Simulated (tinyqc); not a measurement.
Straight dislocations in isotropic elasticity: fields, energies, partials, Peierls stress and walls: one step, computed by the program tinyqc.

The line runs along z, the glide plane is y = 0, and beta is the angle between b and the line (0 screw, 90 degrees edge): b_e = b sin(beta) along +x with the extra half plane at y > 0, b_s = b cos(beta). Stress is positive in tension.

Problem. Stress at a point. With D = G b_e/(2 pi (1 - nu)), S = G b_s/(2 pi), r^2 = x^2 + y^2: s_xx = -D y (3x^2 + y^2)/r^4, s_yy = D y (x^2 - y^2)/r^4, s_xy = D x (x^2 - y^2)/r^4, s_zz = nu (s_xx + s_yy), s_xz = -S y/r^2, s_yz = S x/r^2. Pressure p = -trace/3.

Inputs (values chosen for the exercise, modelled on copper): shear modulus G = 48.8 GPa; Poisson ratio nu = 0.345; Burgers vector b = 2.556 angstrom.

Character: 60-degree.

field point (x, y) (nm): 4.3  -6.7

Give: stress; pressure p.

Solution.

stress (MPa):
```
        x       y       z
x  439.36  -74.18  104.93
y  -74.18  115.58   67.34
z  104.93   67.34  191.45
```

pressure p = -248.80 MPa

The point lies below the glide plane, on the stretched side.
